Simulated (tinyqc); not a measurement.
Where the wafer is too thin: surface photovoltage measurement of the minority-carrier diffusion length in a wafer. Computed by tinyqc, a small Python program. Command: `OMP_NUM_THREADS=1 python tinyqc.py 3130483 3130484 out.jsonl spv walk`. One thread of a shared host (Intel(R) Xeon(R) Processor @ 2.30GHz), about 0.01 s of CPU time with the checks.

Low injection, steady light, a depletion layer much thinner than 1/alpha and L. The excess density dn is taken at the front edge of the neutral region; light that reaches the back is lost.

Inputs (values chosen for the exercise, modelled on p-type silicon at room temperature):

| quantity | value | unit |
|---|---|---|
| wafer thickness W | 725 | micrometre |
| diffusivity D | 33.1 | cm^2/s |
| front recombination velocity S_f | 2100 | cm/s |
| back recombination velocity S_b | 35000 | cm/s |
| photon flux entering | 2e+13 | 1/(cm^2 s) |

Method:
- alpha = (84.732/lambda - 76.417)^2 per cm with lambda in micrometre (an empirical fit for silicon between 0.7 and 1.05 micrometre).
- Thick wafer: dn = Phi L/((S_f + D/L)(L + 1/alpha)). Finite wafer, with s = S_b L/D, w = W/L, a = alpha L: dn = [Phi a/(a^2 - 1)] [a - B - exp(-alpha W)(a - s)/(cosh w + s sinh w)]/(S_f + B D/L), B = (sinh w + s cosh w)/(cosh w + s sinh w).
- Readings y = (Phi/dn) (1 + noise x g) at 780, 830, 880, 920, 950, 975 and 995 nm; a least-squares line y = c (1/alpha + L_app) gives L_app = intercept/slope.
- No noise; L is varied at fixed W, and the last two columns set S_b to 0 and to 1e7 cm/s.

Apparent length (micrometre):

| L | W/L | given S_b | S_b = 0 | S_b = 1e7 |
|---|---|---|---|---|
| 36.2 | 20.028 | 36.20 | 36 | 36.20 |
| 72.5 | 10.000 | 72.50 | 73 | 72.50 |
| 145.0 | 5.000 | 144.89 | 145 | 144.88 |
| 218.0 | 3.326 | 216.00 | 220 | 215.82 |
| 362.0 | 2.003 | 335.75 | 390 | 334.43 |
| 580.0 | 1.250 | 448.49 | 746 | 444.72 |
| 942.0 | 0.770 | 528.51 | 1634 | 522.12 |
| 1520.0 | 0.477 | 568.94 | 3724 | 560.94 |
| 2900.0 | 0.250 | 589.85 | 10444 | 580.94 |

What does the comparison show, and why?

With a fast back surface L_app levels off, at 581 micrometre in the last row; with a passive one it reaches up to 3.60 times L among these rows and is 10400 in the last. All three columns are within 5 % of L down to W/L = 3.3.

Extremes, crossings and ranges named in words are read from the listed rows.
